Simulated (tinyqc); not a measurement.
Inside a calculation. Method: RKS/LDA (VWN5) in the sto-3g basis, for BeH2, spin multiplicity 1. One step of it, computed by the program tinyqc.

Task: Iteration 2: building the Kohn-Sham matrix. J_ij = sum D_kl (ij|kl); F = H + J + V_xc; E = tr D H + tr D J / 2 + E_xc + E_nn.

D after iteration 1, lower triangle:
```
            1Be 1s    1Be 2s   1Be 2px    1Be 2py   1Be 2pz      2H 1s     3H 1s
1Be 1s    2.047347
1Be 2s   -0.167978  0.732202
1Be 2px   0.000000  0.000000  0.000000
1Be 2py   0.000000  0.000000  0.000000   0.418789
1Be 2pz   0.000000  0.000000  0.000000   0.000000  0.000000
2H 1s    -0.195396  0.466982  0.000000   0.413112  0.000000   0.709220
3H 1s    -0.195396  0.466982  0.000000  -0.413112  0.000000  -0.105802  0.709220
```

core Hamiltonian H = T + V (hartree), lower triangle:
```
            1Be 1s     1Be 2s    1Be 2px    1Be 2py    1Be 2pz      2H 1s      3H 1s
1Be 1s   -8.565701
1Be 2s   -2.113552  -2.773113
1Be 2px   0.000000   0.000000  -2.240529
1Be 2py   0.000000   0.000000   0.000000  -2.434546
1Be 2pz   0.000000   0.000000   0.000000   0.000000  -2.240529
2H 1s    -0.390397  -1.040303   0.000000  -1.137236   0.000000  -2.033093
3H 1s    -0.390397  -1.040303   0.000000   1.137236   0.000000  -0.063054  -2.033093
```

Two-electron integrals (ij|kl) in chemists' order, unique and non-zero (hartree):
```
(11|11) 2.298831    (21|11) 0.392036    (21|21) 0.079539    (22|11) 0.570988
(22|21) 0.143041    (22|22) 0.417683    (31|31) 0.014607    (32|31) 0.021888
(32|32) 0.092265    (33|11) 0.569578    (33|21) 0.143083    (33|22) 0.417589
(33|33) 0.449859    (41|41) 0.014607    (42|41) 0.021888    (42|42) 0.092265
(43|43) 0.024249    (44|11) 0.569578    (44|21) 0.143083    (44|22) 0.417589
(44|33) 0.401360    (44|44) 0.449859    (51|51) 0.014607    (52|51) 0.021888
(52|52) 0.092265    (53|53) 0.024249    (54|54) 0.024249    (55|11) 0.569578
(55|21) 0.143083    (55|22) 0.417589    (55|33) 0.401360    (55|44) 0.401360
(55|55) 0.449859    (61|11) 0.070549    (61|21) 0.014306    (61|22) 0.025951
(61|33) 0.025770    (61|41) 0.001262    (61|42) 0.002385    (61|44) 0.026326
(61|55) 0.025770    (61|61) 0.002698    (62|11) 0.179685    (62|21) 0.045718
(62|22) 0.146555    (62|33) 0.140896    (62|41) 0.005970    (62|42) 0.037395
(62|44) 0.157740    (62|55) 0.140896    (62|61) 0.009098    (62|62) 0.078159
(63|31) 0.004085    (63|32) 0.019394    (63|43) 0.006384    (63|63) 0.006947
(64|11) 0.196006    (64|21) 0.050460    (64|22) 0.169529    (64|33) 0.159493
(64|41) 0.009650    (64|42) 0.058023    (64|44) 0.189429    (64|55) 0.159493
(64|61) 0.010466    (64|62) 0.102583    (64|64) 0.138633    (65|51) 0.004085
(65|52) 0.019394    (65|54) 0.006384    (65|65) 0.006947    (66|11) 0.347704
(66|21) 0.090023    (66|22) 0.324046    (66|33) 0.300730    (66|41) 0.013429
(66|42) 0.109807    (66|44) 0.370405    (66|55) 0.300730    (66|61) 0.018324
(66|62) 0.221840    (66|64) 0.308451    (66|66) 0.774606    (71|11) 0.070549
(71|21) 0.014306    (71|22) 0.025951    (71|33) 0.025770    (71|41) -0.001262
(71|42) -0.002385   (71|44) 0.026326    (71|55) 0.025770    (71|61) 0.002465
(71|62) 0.007679    (71|64) 0.008191    (71|66) 0.014975    (71|71) 0.002698
(72|11) 0.179685    (72|21) 0.045718    (72|22) 0.146555    (72|33) 0.140896
(72|41) -0.005970   (72|42) -0.037395   (72|44) 0.157740    (72|55) 0.140896
(72|61) 0.007679    (72|62) 0.039514    (72|64) 0.042020    (72|66) 0.082404
(72|71) 0.009098    (72|72) 0.078159    (73|31) 0.004085    (73|32) 0.019394
(73|43) -0.006384   (73|63) 0.002725    (73|73) 0.006947    (74|11) -0.196006
(74|21) -0.050460   (74|22) -0.169529   (74|33) -0.159493   (74|41) 0.009650
(74|42) 0.058023    (74|44) -0.189429   (74|55) -0.159493   (74|61) -0.008191
(74|62) -0.042020   (74|64) -0.043402   (74|66) -0.087130   (74|71) -0.010466
(74|72) -0.102583   (74|74) 0.138633    (75|51) 0.004085    (75|52) 0.019394
(75|54) -0.006384   (75|65) 0.002725    (75|75) 0.006947    (76|11) 0.010647
(76|21) 0.002635    (76|22) 0.007466    (76|33) 0.007361    (76|44) 0.007673
(76|55) 0.007361    (76|61) 0.000480    (76|62) 0.002687    (76|64) 0.003152
(76|66) 0.006089    (76|71) 0.000480    (76|72) 0.002687    (76|74) -0.003152
(76|76) 0.000135    (77|11) 0.347704    (77|21) 0.090023    (77|22) 0.324046
(77|33) 0.300730    (77|41) -0.013429   (77|42) -0.109807   (77|44) 0.370405
(77|55) 0.300730    (77|61) 0.014975    (77|62) 0.082404    (77|64) 0.087130
(77|66) 0.174637    (77|71) 0.018324    (77|72) 0.221840    (77|74) -0.308451
(77|76) 0.006089    (77|77) 0.774606
```

nuclear repulsion = 2.96898105 hartree

V_xc (hartree), lower triangle:
```
            1Be 1s     1Be 2s    1Be 2px    1Be 2py    1Be 2pz      2H 1s      3H 1s
1Be 1s   -1.410797
1Be 2s   -0.208338  -0.319509
1Be 2px   0.000000   0.000000  -0.291334
1Be 2py   0.000000   0.000000   0.000000  -0.370700
1Be 2pz   0.000000   0.000000   0.000000   0.000000  -0.291334
2H 1s    -0.038134  -0.140345   0.000000  -0.178839   0.000000  -0.435105
3H 1s    -0.038134  -0.140345   0.000000   0.178839   0.000000  -0.006354  -0.435105
```

E_xc = sum of w rho eps_xc = -3.31342561 hartree

Give: Coulomb J; Kohn-Sham matrix F; total energy of this density.

Result:

Coulomb J (hartree), lower triangle:
```
         1Be 1s  1Be 2s  1Be 2px  1Be 2py  1Be 2pz   2H 1s   3H 1s
1Be 1s   6.3267
1Be 2s   1.2253  2.5933
1Be 2px  0.0000  0.0000   2.5235
1Be 2py  0.0000  0.0000   0.0000   2.7231
1Be 2pz  0.0000  0.0000   0.0000   0.0000   2.5235
2H 1s    0.2222  0.9639   0.0000   1.1459   0.0000  2.3439
3H 1s    0.2222  0.9639   0.0000  -1.1459   0.0000  0.0481  2.3439
```

Kohn-Sham matrix F (hartree), lower triangle:
```
          1Be 1s   1Be 2s  1Be 2px  1Be 2py  1Be 2pz    2H 1s    3H 1s
1Be 1s   -3.6498
1Be 2s   -1.0966  -0.4993
1Be 2px   0.0000   0.0000  -0.0084
1Be 2py   0.0000   0.0000   0.0000  -0.0822
1Be 2pz   0.0000   0.0000   0.0000   0.0000  -0.0084
2H 1s    -0.2063  -0.2167   0.0000  -0.1702   0.0000  -0.1243
3H 1s    -0.2063  -0.2167   0.0000   0.1702   0.0000  -0.0214  -0.1243
```

total energy of this density = -15.401442 hartree
